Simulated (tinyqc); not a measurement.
Ferroelectric with a first-order transition, Landau-Devonshire energy: one step of the calculation.

One domain with free energy u = al P^2 + be P^4 + ga P^6 - E P, al = a0 (T - T0), be < 0 < ga (P in uC/cm^2, E in kV/cm, u in mJ/cm^3). Equilibrium: E = 2 al P + 4 be P^3 + 6 ga P^5; a state is stable against small changes where dE/dP > 0. The coercive field is that of uniform switching, which real films, switching by domains, do not reach.

Task. Spontaneous polarisation, coercive field and susceptibility. Ps^2 = [-be + sqrt(be^2 - 3 al ga)]/(3 ga); Pc^2 = [-3 be + sqrt(9 be^2 - 15 al ga)]/(15 ga), Ec = -E(Pc); susceptibility chi = 1/(eps0 dE/dP).

Values chosen for this exercise:
```
symbol,value,unit,meaning
a0,0.057,kV cm/(uC K),slope of the quadratic coefficient
T0,450,K,Curie-Weiss temperature
be,-0.0032,kV cm^5/uC^3,quartic coefficient
ga,1.1e-6,kV cm^9/uC^5,sixth-order coefficient
T,430,K,temperature
```

Constants: eps0 = 8.8541878128e-14 F/cm where lengths are in cm. Results are converted to the units shown.

Find: al; Ps; u(Ps) at E = 0; Pc; Ec; chi at Ps.

Result.

al = -1.140 kV cm/uC
Ps = 45.87 uC/cm^2
u(Ps) at E = 0 = -6319 mJ/cm^3
Pc = 34.93 uC/cm^2
Ec = 282.0 kV/cm
chi at Ps = 179.3

Computed by the program tinyqc: `OMP_NUM_THREADS=1 python tinyqc.py 2860132 2860133 out.jsonl`, one thread of a shared Intel Xeon 2.30GHz, about 0.01 s for the whole run.
